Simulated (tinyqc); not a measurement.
# Random telegraph noise from one oxide trap in a small MOSFET: effect of the capture barrier

An acceptor-like trap exchanges electrons with the channel. Inversion charge Q = Cox u, u = n Vt W0(exp((Vg - VT)/(n Vt))), W0 the Lambert function, n = nf, Cox = eps0 eox/tox; linear regime Id = (W/L) mu Q Vd. Relative to threshold the surface potential rises by Vt ln(u/u0) and the oxide voltage by the rest of Vg - VT, with u0 = n Vt W0(1).

N = Cox u/q; dpsi = Vt ln(u/u0); E = E0 - dpsi - (xt/tox)(Vg - VT - dpsi); capture time tc = 1/[(N/zi) vth s0 exp(-xt/lt - EB/Vt)]; emission time te = tc exp(-E/Vt); occupancy te/(tc + te). A = W L; threshold step dV = q (1 - xt/tox)/(Cox A); gm/Id = 1/(u + n Vt); relative step dI/I = (gm/Id) dV + asc mu/A. fc = (1/tc + 1/te)/(2 pi); rms = (dI/I) sqrt(tc te)/(tc + te).

Values chosen for this exercise; values of the order met in silicon transistors:
- T = 350 K (temperature)
- eox = 3.9 (relative permittivity of the gate insulator (close to silicon dioxide))
- tox = 1.5 nm (insulator thickness)
- xt = 0.21 nm (depth of the trap from the channel interface)
- E0 = 0.19 eV (trap level above the channel Fermi level at threshold)
- s0 = 7e-17 cm^2 (capture prefactor)
- lt = 0.1 nm (tunnelling decay length)
- vth = 1.3e7 cm/s (thermal velocity)
- zi = 2.7 nm (thickness of the inversion layer)
- VT = 0.41 V (threshold voltage)
- nf = 1.14 (body factor)
- W = 180 nm (gate width)
- L = 59 nm (gate length)
- mu = 210 cm^2/(V s) (mobility)
- asc = 0 V s (scattering coefficient of the charged trap)
- Vd = 0.02 V (drain voltage)
- Vg = 1.1 V (gate voltage)

Constants: q = 1.602176634e-19 C, kB = 1.380649e-23 J/K, Vt = kB T/q, eps0 = 8.8541878128e-14 F/cm where lengths are in cm. Results are converted to the units shown.

The same in every row: E (eV) = 0.004865; occupancy = 0.4598; dI/I (%) = 0.08996; rms dI/I (%) = 0.04483.

Effect of the capture barrier:
```
EB (eV)    tc (s)    te (s)  fc (Hz)
0.1      7.842e-9  6.674e-9  4.414e7
0.2      2.160e-7  1.838e-7  1.603e6
0.3      5.947e-6  5.061e-6  5.821e4
0.4      1.638e-4  1.394e-4     2114
0.5      0.004510  0.003838    76.75
0.6        0.1242    0.1057    2.787
0.7         3.420     2.911   0.1012
```

As EB goes from 0.1 to 0.7, tc rises from 7.84e-9 to 3.42 s, te rises from 6.67e-9 to 2.91 s and dI/I stays at 0.0900 %. The barrier scales both times alike and leaves the occupancy unchanged.

Range of the model: VT is taken as given; short-channel effects and the uneven flow of current among few electrons are left out.

Computed by the program tinyqc: `OMP_NUM_THREADS=1 python tinyqc.py 2710080 2710081 out.jsonl`, one thread of a shared Intel Xeon 2.30GHz, about 0.01 s for the whole run.
